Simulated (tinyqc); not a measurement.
Ferroelectric hysteresis, discrete Preisach model: one step of the calculation.

16 bistable elements (j, k) switch to +1 when V reaches u_j and to -1 when V falls to -u_k, and keep their state between. P = Ps sum w_jk s_jk. All elements start at -1. No time dependence and no dielectric part.

Task. The voltage goes to -1.2 V. Rows with u_j <= V turn to +1; columns with V <= -u_k turn to -1; P = Ps sum w s.

Inputs (values chosen for the exercise):
- Ps = 20 uC/cm^2 (saturation polarisation)
- up = [0.3, 0.9, 1.5, 2.1] V (list of the u_j)

states after step 3:
```
,d=-0.3,d=-0.9,d=-1.5,d=-2.1
u=0.3,1,1,1,1
u=0.9,-1,-1,-1,1
u=1.5,-1,-1,-1,1
u=2.1,-1,-1,-1,1
```

w:
```
,d=-0.3,d=-0.9,d=-1.5,d=-2.1
u=0.3,0.00330531,0.02544060,0.02544060,0.00330531
u=0.9,0.02544060,0.19581349,0.19581349,0.02544060
u=1.5,0.02544060,0.19581349,0.19581349,0.02544060
u=2.1,0.00330531,0.02544060,0.02544060,0.00330531
```

V = -1.2 V

Give: states after step 4; P after step 4.

Result.

states after step 4:
```
,d=-0.3,d=-0.9,d=-1.5,d=-2.1
u=0.3,-1,-1,1,1
u=0.9,-1,-1,-1,1
u=1.5,-1,-1,-1,1
u=2.1,-1,-1,-1,1
```

P after step 4 = -16.68 uC/cm^2

tinyqc, about 0.01 s, one thread, Intel Xeon 2.30GHz (shared host): `OMP_NUM_THREADS=1 python tinyqc.py 2860013 2860014 out.jsonl`
